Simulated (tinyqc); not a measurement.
# Double-gate transistor below threshold, two-dimensional Poisson equation on a small mesh: several studies

Half of a symmetric double-gate structure: row 0 is the mid-plane of the body, where the normal field vanishes. Mobile charge is neglected (subthreshold), the body is fully depleted, and potentials are counted from the intrinsic level; rows run upward to the gate, columns from source to drain.

Values chosen for this exercise; semiconductor permittivity close to that of germanium:

| symbol | value | unit | meaning |
|---|---|---|---|
| T | 300 | K | temperature |
| eps_r | 16.2 |  | relative permittivity of the semiconductor |
| eox | 3.9 |  | relative permittivity of the insulator |
| tb | 3 | nm | half the body thickness |
| tox | 2.3 | nm | insulator thickness |
| L | 31 | nm | channel length |
| Na | 2.1e17 | cm^-3 | acceptor density of the depleted body |
| Vbi | 0.54 | V | potential of the source |
| Vfb | -0.05 | V | gate offset |
| Vg | 0.05 | V | gate voltage |
| Vd | 0.05 | V | drain voltage |

Constants: q = 1.602176634e-19 C, kB = 1.380649e-23 J/K, Vt = kB T/q, eps0 = 8.8541878128e-14 F/cm where lengths are in cm. Results are converted to the units shown.

Each table varies one quantity; the others keep the values above.

## Effect of the gate voltage

Mesh: rows i = 0..12 in the semiconductor (step hs = tb/12, row 12 on the interface), then 8 step(s) ho = tox/8 up to the gate row 20; columns j = 0..80 (step hy = L/80). Box integration, divided by eps0: up_i = eps hy/h of the interval above row i, dn_i = that of the interval below (0 for row 0), lat_i = (sum of eps h/2 over the intervals above and below)/hy, s_i = -q Na w_i hy/eps0 with w_i the semiconductor height of the box (hs/2 for row 0 and the interface row, hs between, 0 in the insulator). Each free node obeys (up + dn + 2 lat) psi = up psi(above) + dn psi(below) + lat [psi(left) + psi(right)] + s. Fixed values: gate row Vg - Vfb; column 0 at Vbi and the last column at Vbi + Vd in the semiconductor, each running linearly to Vg - Vfb across the insulator. The system is solved directly. On row 0 the minimum of psi and its place come from a parabola through the three lowest nodes; barrier = Vbi - minimum, swing = Vt ln 10/(d psi/dVg), DIBL = (d psi/dVd)/(d psi/dVg) there. Lambda = pi/k with k the smallest positive root of tan(k tox) tan(k tb) = eox/eps_r.

Effect of the gate voltage:
```
Vg (V)	L/Lambda	barrier (V)	place y/L	swing (mV/decade)	DIBL (mV/V)
-0.2	1.709	0.5947	0.4935	69.44	80.36
-0.12	1.709	0.5262	0.4927	69.44	80.01
-0.04	1.709	0.4576	0.4916	69.45	79.56
0.04	1.709	0.3890	0.4902	69.45	78.97
0.12	1.709	0.3205	0.4883	69.46	78.15
0.2	1.709	0.2519	0.4854	69.47	76.93
```

What does the table show?

As Vg goes from -0.2 to 0.2 V, the barrier falls from 0.595 to 0.252 V, the swing stays near 69.5 mV a decade and DIBL falls from 80.4 to 76.9 mV/V; the ideal swing is 59.5. The barrier top moves from y/L = 0.493 to 0.485.

## Choice of the relaxation factor

Mesh: rows i = 0..1 in the semiconductor (step hs = tb/1, row 1 on the interface), then 1 step(s) ho = tox/1 up to the gate row 2; columns j = 0..4 (step hy = L/4). Sweeps go row by row from row 0, left to right, psi(new) = psi + omega (t - psi) with t the value that solves the node equation for the newest neighbours; free nodes start at zero; stop when the largest change is below 1e-7 V.

Results:
```
omega	sweeps
1	44
1.1	36
1.2	28
1.3	19
1.4	18
1.6	31
1.7	43
1.8	67
1.9	141
```

Estimate the missing row, omega = 1.5.

Computed row:
```
omega	sweeps
1.5	22
```

With this row back in the table: Gauss-Seidel (omega = 1) takes 44 sweeps; the fewest, 18, are at omega = 1.4, and omega = 1.9 takes 141. The Jacobi matrix of this mesh has spectral radius rho = 0.8518, so theory puts the best factor at 2/(1 + sqrt(1 - rho^2)) = 1.31.

## Effect of the insulator thickness

Same model as above.

Effect of the insulator thickness:
```
tox (nm)	L/Lambda	barrier (V)	place y/L	swing (mV/decade)	DIBL (mV/V)
0.92	2.563	0.4253	0.4934	61.97	19.45
1.3	2.219	0.4138	0.4923	63.75	33.58
1.8	1.918	0.3973	0.4911	66.46	55.10
2.4	1.674	0.3771	0.4898	70.08	83.85
3.3	1.430	0.3478	0.4880	76.04	131.1
4.6	1.203	0.3096	0.4855	85.45	205.3
```

What does the comparison show?

As tox goes from 0.92 to 4.6 nm, the barrier falls from 0.425 to 0.310 V, the swing rises from 62.0 to 85.5 mV a decade and DIBL rises from 19.4 to 205 mV/V; the ideal swing is 59.5. L/Lambda goes from 2.6 to 1.2.

Numbers from tinyqc (`OMP_NUM_THREADS=1 python tinyqc.py 2480003 2480004 out.jsonl`; about 0.09 s on one thread of a shared Intel Xeon 2.30GHz).
